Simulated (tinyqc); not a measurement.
Band offset of a heterojunction with an interface dipole (two-band chains, self-consistent charge), step by step. Values are carried at full precision from step to step, so a last printed digit may differ when a step is redone from the rounded ones.

Sites alternate A, C. Left: A at -G1/2, C at +G1/2, hopping -t1; right: A at D - G2/2, C at D + G2/2, hopping -t2; the bonds across the two interfaces of a ring (C left to A right, C right to A left) have -sqrt(t1 t2). D is the offset of the mid-gaps, so Ev(right) - Ev(left) = D - (G2 - G1)/2 and Ec(right) - Ec(left) = D + (G2 - G1)/2. The closing bond has its sign reversed (antiperiodic ring). Half the levels are filled with two electrons each. The charge moved is q = (electrons on the left) less one a site; the mean over the two interfaces, q/2, is taken as the charge that crosses each, and its dipole opposes the offset: D = D0 - u q/2.

Inputs chosen for the exercise (gaps near those of Si and Ge; the chains and D0 are free models, so the offsets are not those of the real pair; shifted at random, so the results belong to these values and not to a real crystal):
- G1 = 1.13 eV (gap on the left)
- G2 = 0.7 eV (gap on the right)
- t1 = 2.02 eV (hopping on the left)
- t2 = 2.34 eV (hopping on the right)
- D0 = 0.32 eV (mid-gap of the right side above that of the left, without dipole)
- n = 2 (cells a side in the small ring)
- u = 3.7 eV (potential step per electron moved across)

## The small ring at D = D0

Fill in H.

H (eV), lower triangle:
```
,AL1,CL1,AL2,CL2,AR1,CR1,AR2,CR2
AL1,-0.5650
CL1,-2.0200,0.5650
AL2,0,-2.0200,-0.5650
CL2,0,0,-2.0200,0.5650
AR1,0,0,0,-2.1741,-0.0300
CR1,0,0,0,0,-2.3400,0.6700
AR2,0,0,0,0,0,-2.3400,-0.0300
CR2,2.1741,0,0,0,0,0,-2.3400,0.6700
```

## Levels and site charges

Diagonalise, fill the lower half with two electrons each, and sum the electrons on the left (L) less one a site.

levels (eV): -3.9809  -3.8083  -1.6741  -1.4745  1.7948  1.9481  3.9513  4.5236

electrons on the sites: AL1 1.2451, CL1 0.7914, AL2 1.2455, CL2 0.8130, AR1 1.1336, CR1 0.8264, AR2 1.1364, CR2 0.8085

q = 0.0951 electrons

Electrons move to the left, the side whose mid-gap lies lower.

## Linear response

From here on the ring has 24 cells a side.

chi = (q(+h) - q(-h))/(2h) at D = 0 with h = 0.01 eV; S = 1/(1 + u chi/2); linear estimate D = S D0.

chi = 0.58483 1/eV
S = 0.4803
linear estimate of D = 0.1537 eV

The self-consistent value is 0.1534 eV, -0.3 meV from the estimate. At D = 0 no net charge crosses: the mid-gaps are the neutrality levels of these symmetric chains.

## The line-up

D = 0.1534 eV

Ev(right) - Ev(left) = D - (G2 - G1)/2 and Ec(right) - Ec(left) = D + (G2 - G1)/2, for D0, for the self-consistent D and for D = 0. Type I: the offsets have opposite signs; type III: one valence edge lies above the other conduction edge; else type II.

Offsets (eV):
```
case,D,valence,conduction,type
no dipole,0.320,0.535,0.105,type II (staggered)
self-consistent,0.153,0.368,-0.062,type I (straddling)
neutrality levels aligned,0.000,0.215,-0.215,type I (straddling)
```

The dipole changes the type of the junction.

## Checks

- q at D = 0 against zero, as particle-hole symmetry demands: both 0.000000.
- q at the self-consistent D on 24 against 48 cells a side: both 0.0901.

(tinyqc, `OMP_NUM_THREADS=1 python tinyqc.py 1450753 1450754 out.jsonl`, Intel(R) Xeon(R) Processor @ 2.30GHz, 1 thread, shared host, about 0.3 s.)
